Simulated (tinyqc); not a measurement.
Threshold of a short bulk MOSFET: charge sharing, barrier lowering, narrow width: one step of the calculation.

n-channel device on a p-type body, depletion approximation, full ionisation. Uniform doping N = Na. Vbi from Boltzmann statistics is rough for the degenerate source. Cox = eps0 eox/tox.

Problem. Short-channel and narrow-width shifts. Charge sharing (trapezoid; it ignores Vds): F = (xj/L)(sqrt(1 + 2 Wd/xj) - 1), lowering = body term times F. Barrier lowering: th = exp(-L/(2 l)) + 2 exp(-L/l), lowering = th [2 (Vbi - 2 pB) + Vds], DIBL = th. Narrow width: rise = body term times xw Wd/W. VT by each model = VT0 - lowering + rise.

Values chosen for this exercise; band and dielectric values close to those of silicon: junction depth xj = 24 nm; drain-source voltage Vds = 0.05 V; gate width W = 400 nm; shape factor of the fringing depletion at the width edges xw = 0; channel length L = 220 nm.

2 pB = 0.82521233 V
Wd = 98.914892 nm
body term = 0.16154793 V
VT0 = 0.13676026 V
Vbi = 1.0013277 V
l = 30.946713 nm

Find: F; lowering by charge sharing; th; lowering of the barrier; DIBL; narrow-width rise; VT, charge sharing; VT, barrier lowering.

Solution.

F = 0.22257
lowering by charge sharing = 35.956 mV
th = 0.030231
lowering of the barrier = 12.160 mV
DIBL = 30.231 mV/V
narrow-width rise = 0 mV
VT, charge sharing = 0.10080 V
VT, barrier lowering = 0.12460 V

L is 7.11 scale lengths. The charge-sharing lowering is 2.96 times the barrier lowering; the first falls off as 1/L and the second exponentially. Both describe the same loss of gate control, so they are alternatives and are not added.

Numbers from tinyqc (`OMP_NUM_THREADS=1 python tinyqc.py 2002207 2002208 out.jsonl`; about 0.01 s on one thread of a shared Intel Xeon 2.30GHz).
